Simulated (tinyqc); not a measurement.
MOSFET in saturation, small-signal circuit and noise: from weak to strong inversion.

Bias by the inversion coefficient IC = I/Ispec (charge-based model with velocity saturation; weak inversion below 0.1, strong above 10). Common-source circuit: gm, gds, Cgs, Cgd and Cj at the inner nodes, Rg in series with the gate; quasi-static, no source or drain resistance, no gate-body capacitance, no substrate network, no induced gate noise, so fmax is an upper estimate.

Ispec = 2 n mu Cox (W/L) Vt^2, lc = Ls/L, gms = [sqrt((lc IC + 1)^2 + 4 IC) - 1]/[2 + lc (lc IC + 1)], gm = gms Ispec/(n Vt), gds = sg gm. qs = [sqrt(1 + 4 IC) - 1]/2, Cgs = Cox W L qs (2 qs + 3)/(3 (qs + 1)^2) + Cov W, Cgd = Cov W, Cd = Cj W, Rg = Rsh (Wf/L)/(12 Nf) + Rc/W with Nf = W/Wf fingers (not rounded) contacted at both ends. fT = gm/(2 pi (Cgs + Cgd)), fmax = fT/(2 sqrt(Rg (gds + 2 pi fT Cgd))). The last column is the figure of merit (gm/I) fT.

Inputs (values chosen for the exercise): temperature T = 273 K; gate length L = 180 nm; total gate width W = 5 um; gate capacitance Cox = 0.96 uF/cm^2; mobility mu = 410 cm^2/(V s); slope factor n = 1.3; velocity-saturation length Ls = 10 nm; ratio gds/gm sg = 0.021; overlap and fringe capacitance per side Cov = 0.24 fF/um; drain junction capacitance Cj = 0.77 fF/um; sheet resistance of the gate Rsh = 5 ohm; finger width Wf = 0.5 um; gate contact and vertical resistance Rc = 100 ohm um.

Constants: q = 1.602176634e-19 C, kB = 1.380649e-23 J/K, Vt = kB T/q. Results are converted to the units shown.

Results:
```
IC    I (uA)  gm/I (1/V)  fT (GHz)  fmax (GHz)  (gm/I) fT (THz/V)
0.01  0.1573       32.37    0.3262       22.70            0.01056
0.03  0.4720       31.75    0.9025       37.71            0.02865
0.3    4.720       26.21     4.956       87.40             0.1299
1      15.73       20.04     9.502       119.7             0.1904
3      47.20       14.02     16.54       156.6             0.2318
10     157.3       8.640     30.16       210.2             0.2606
30     472.0       5.213     51.52       273.8             0.2686
100     1573       2.773     88.32       357.7             0.2449
```

Estimate the missing row, IC = 0.1.

Computed row:
```
IC   I (uA)  gm/I (1/V)  fT (GHz)  fmax (GHz)  (gm/I) fT (THz/V)
0.1   1.573       29.89     2.410       61.39            0.07204
```

With this row back in the table: The efficiency gm/I falls from 32.4 to 2.77 1/V while fT rises from 0.326 to 88.3 GHz; fT goes as IC^(0.93) at the start and IC^(0.45) at the end (1/2 for a long channel, 0 at full velocity saturation, which sets in near IC = 1/lc^2 = 324). Their product goes from 0.0106 through a maximum of 0.269 (at IC = 30 among the rows listed) to 0.245 THz/V. In every row fmax exceeds 4 fT, where channel resistance and substrate losses, left out here, would cap it.

Computed by the program tinyqc: `OMP_NUM_THREADS=1 python tinyqc.py 2150036 2150037 out.jsonl`, one thread of a shared Intel Xeon 2.30GHz, about 0.01 s for the whole run.
